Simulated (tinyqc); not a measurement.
Gated two-dimensional channel with two bands, quantum capacitance: one step of the calculation.

phi is the Fermi level above the lowest band edge, in volts; Vg is counted from the gate voltage at which an empty channel would have phi = 0. The channel has no thickness; trap charge is -q Dit phi.

Task. New phi. D1 = gv md m0 q/(pi hbar^2), D2 = g2 m2 m0 q/(pi hbar^2) per eV; n1 = D1 Vt ln(1 + exp(phi/Vt)), n2 = D2 Vt ln(1 + exp((phi - E2)/Vt)), n = n1 + n2; Cq = q dn/dphi = q [D1/(1 + exp(-phi/Vt)) + D2/(1 + exp((E2 - phi)/Vt))]. Newton: f = phi + q (n + Dit phi)/Cox - Vg, phi(new) = phi - f/(1 + (Cq + q Dit)/Cox).

Parameters, values chosen for the exercise; lowest band close to that of a thin silicon body:
```
symbol,value,unit,meaning
T,300,K,temperature
md,0.195,m0,in-plane mass
gv,2,,valley degeneracy
m2,0.22,m0,"in-plane mass of a second band, chosen freely"
g2,6,,"valley degeneracy of that band, chosen freely"
E2,0.25,eV,second band edge above the first
Dit,1.2e12,cm^-2 eV^-1,density of traps
Vg,0.5,V,gate voltage
```

Constants: q = 1.602176634e-19 C, kB = 1.380649e-23 J/K, hbar = 1.054571817e-34 J s, m0 = 9.1093837015e-31 kg, Vt = kB T/q. Results are converted to the units shown.

phi at the start = 0.01 V
Cox = 0.69116874 uF/cm^2

Give: n1; n2; Cq; f; phi after iteration 1.

Result.

n1 = 3.8122e12 cm^-2
n2 = 1.3247e9 cm^-2
Cq = 15.552 uF/cm^2
f = 0.39678 V
phi after iteration 1 = -0.0066856 V

Program tinyqc, `OMP_NUM_THREADS=1 python tinyqc.py 2200139 2200140 out.jsonl`; Intel Xeon 2.30GHz, shared host, one thread, about 0.01 s.
